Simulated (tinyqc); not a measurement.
Haynes-Shockley experiment: drift, diffusion and decay of a minority-carrier pulse: one step, computed by the program tinyqc.

A thin sheet of excess carriers is made at x = 0, t = 0 in a long uniform bar; injection is low, so the pulse moves with the minority mobility.

Question. Two distances. dn(x, t) = N0/sqrt(4 pi D t) exp(-(x - v t)^2/(4 D t) - t/tau). At fixed x the signal peaks where d ln(dn)/dt = 0: a t^2 + t/2 - x^2/(4 D) = 0 with a = v^2/(4 D) + 1/tau. Differences remove part of the bias: mu = (d2 - d)/(F (t_p2 - t_p)). The time-integrated signal is A(x) = (N0/u) exp(x (v - u)/(2 D)), u = sqrt(v^2 + 4 D/tau); the simple lifetime is tau = (t_p2 - t_p)/ln(A(d)/A(d2)).

Inputs (values chosen for the exercise, modelled on electrons in p-type germanium in a lightly doped bar): lifetime tau = 130 microsecond; temperature T = 250 K; field F = 27 V/cm; distance d to the collector = 0.78 cm; second distance d2 = 1.4 cm.

drift velocity v = 113130 cm/s

D = 90.26657 cm^2/s

time of the peak t_p = 6.886927 microsecond

Give: t_p2; mobility from two distances; area ratio A(d)/A(d2); lifetime from areas.

Answer.

t_p2 = 12.4 microsecond

mobility from two distances = 4190 cm^2/(V s)

area ratio A(d)/A(d2) = 1.04

lifetime from areas = 130 microsecond
